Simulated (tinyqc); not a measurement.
# Capacitance measurement on a leaky thin oxide: effects of series resistance and leakage: effect of the gate leakage current density, not matched to the thickness

The device is a capacitance C in parallel with a leakage conductance G, in series with Rs and Ls. An impedance meter reports either a parallel pair (Cp, Gp) from Y = 1/Z = Gp + i w Cp or a series pair (Cs, Rm) from Z = Rm + 1/(i w Cs); w = 2 pi f, dissipation D = Gp/(w |Cp|).

EOT = 3.9 tox/eox; CET = EOT + zc + zp; C = 3.9 eps0 A/CET; G = Jg A/Vs. Z = Rs + i w Ls + 1/(G + i w C); CET read from Cp = 3.9 eps0 A/Cp; errors under 0.001 % are printed as 0.

Parameters, values chosen for the exercise; values of the order met in thin-oxide MOS capacitors:
- eox = 7.29 (relative permittivity of the gate insulator (close to silicon nitride))
- tox = 4.7 nm (insulator thickness)
- A = 10000 um^2 (gate area)
- zc = 0.44 nm (oxide-equivalent thickness added by the accumulation layer)
- zp = 0 nm (oxide-equivalent thickness added by gate depletion)
- Vs = 0.43 V (voltage for an e-fold rise of the leakage)
- Rs = 8.5 ohm (series resistance)
- Ls = 130 nH (series inductance)
- f = 2e5 Hz (measuring frequency)

Constants: eps0 = 8.8541878128e-14 F/cm where lengths are in cm. Results are converted to the units shown.

The same in every row: C (pF) = 116.9.

Results:
```
Jg (A/cm^2),Cp (pF),Cs (pF),D,error of Cp (%),error of Cs (%),CET read from Cp (nm)
1e-5,116.9,116.9,0.001264,2.24e-3,2.40e-3,2.954
0.0001,116.9,116.9,0.001407,2.20e-3,2.40e-3,2.954
0.001,116.9,116.9,0.002832,1.85e-3,2.65e-3,2.954
0.2,116.8,128.6,0.3181,-0.0770,10.0,2.957
2,115.9,1289,3.181,-0.808,1000,2.978
30,98.52,2.789e5,53.20,-15.7,2.39e5,3.505
```

Estimate the missing row, Jg = 0.02 A/cm^2.

Computed row:
```
Jg (A/cm^2),Cp (pF),Cs (pF),D,error of Cp (%),error of Cs (%),CET read from Cp (nm)
0.02,116.9,117.0,0.03292,-5.67e-3,0.103,2.955
```

With this row back in the table: As Jg goes from 1e-5 to 30, the error of Cp goes from 0.00224 to -15.7 %, that of Cs from 0.00240 to 2.39e5 %, and D rises from 0.00126 to 53.2. The CET read from Cp goes from 2.95 to 3.50 nm against the true 2.95 nm. For Jg = 2, 30 D exceeds 1, where the accuracy of real meters degrades in proportion to sqrt(1 + D^2).

Program tinyqc, `OMP_NUM_THREADS=1 python tinyqc.py 2022003 2022004 out.jsonl`; Intel Xeon 2.30GHz, shared host, one thread, about 0.01 s.
